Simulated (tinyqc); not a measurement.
Signal and retention of a DRAM cell: effect of the bit-line capacitance.

A stored one starts at Vd and leaks: Cs dV/dt = -I(V), I = a sqrt((V + Vb)/(Vd + Vb)) + b, with a = Ig exp[-(Eg1 q/kB)(1/T - 1/T0)] (generation in a depletion layer) and b = Is exp[-(Es q/kB)(1/T - 1/T0)]. The bit line is precharged to Vd/2, and charge sharing gives the signal (V - Vd/2) Cs/(Cs + Cb).

The cell fails below Vc = Vd/2 + dm (Cs + Cb)/Cs. With s = sqrt((Vc + Vb)/(Vd + Vb)), the time from Vd to Vc is t = [2 Cs (Vd + Vb)/a] [1 - s - (b/a) ln((a + b)/(a s + b))]. This time is the median of a log-normal spread: failing cells = Nc erfc(z/sqrt 2)/2, z = ln(t/tr)/sg.

Inputs (values chosen for the exercise): array voltage Vd = 1.1 V; cell capacitance Cs = 9 fF; smallest signal that the sense amplifier resolves dm = 43 mV; built-in plus back-bias voltage of the storage junction Vb = 1.46 V; junction leakage at V = Vd and T0 Ig = 7.6 fA; voltage-independent leakage at T0 Is = 2 fA; activation energy of Is Es = 0.38 eV; reference temperature T0 = 358 K; temperature T = 358 K; deviation of ln(retention time) over the cells sg = 0.92; cells Nc = 8.59e9; refresh interval tr = 64 ms; activation energy of Ig Eg1 = 0.62 eV.

Constants: q = 1.602176634e-19 C, kB = 1.380649e-23 J/K. Results are converted to the units shown.

Effect of the bit-line capacitance:
```
Cb (fF)	Vc (V)	retention time (s)	failing cells
15	0.6647	0.4230	1.723e8
30	0.7363	0.3512	2.760e8
45	0.8080	0.2803	4.658e8
60	0.8797	0.2102	8.423e8
75	0.9513	0.1410	1.677e9
90	1.023	0.07262	3.826e9
```

What does the comparison show?

Vc rises by dm/Cs = 4.78 mV for each fF, and the retention time falls from 0.423 to 0.0726 s; the margin is gone at Cb = 106 fF.

Range of the model: Real arrays also hold a tail of unusually leaky cells and cells whose retention varies in time, which this model lacks.

Numbers from tinyqc (`OMP_NUM_THREADS=1 python tinyqc.py 2130127 2130128 out.jsonl`; about 0.01 s on one thread of a shared Intel Xeon 2.30GHz).
